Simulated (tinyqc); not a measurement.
Doping from resistivity.

Problem. A uniform, uncompensated and fully ionised sample has rho = 1/(q N mu), mu = m1 + (m2 (T/300 K)^(-bt) - m1)/(1 + (N/Nr)^am). Find N, mu and the diffusion coefficient mu Vt.

Parameters, values chosen for the exercise:
- T = 300 K (temperature)
- m1 = 55.7 cm^2/(V s) (mobility limit at high doping)
- m2 = 1010 cm^2/(V s) (mobility limit at low doping, at 300 K)
- Nr = 2.01e17 cm^-3 (reference doping of the mobility law)
- am = 0.681 (exponent of the mobility law)
- bt = 2.2 (temperature exponent of m2)

Constants: q = 1.602176634e-19 C, kB = 1.380649e-23 J/K, Vt = kB T/q. Results are converted to the units shown.

resistivity = 0.31397789 ohm cm

Solution. With am below 1 the product N mu rises steadily with N, so one doping matches; it is found by iterating N = 1/(q rho mu(N)).

N = 2.400e16 cm^-3
mu = 828.3 cm^2/(V s)
diffusion coefficient = 21.41 cm^2/s

Numbers from tinyqc (`OMP_NUM_THREADS=1 python tinyqc.py 2110083 2110084 out.jsonl`; about 0.01 s on one thread of a shared Intel Xeon 2.30GHz).
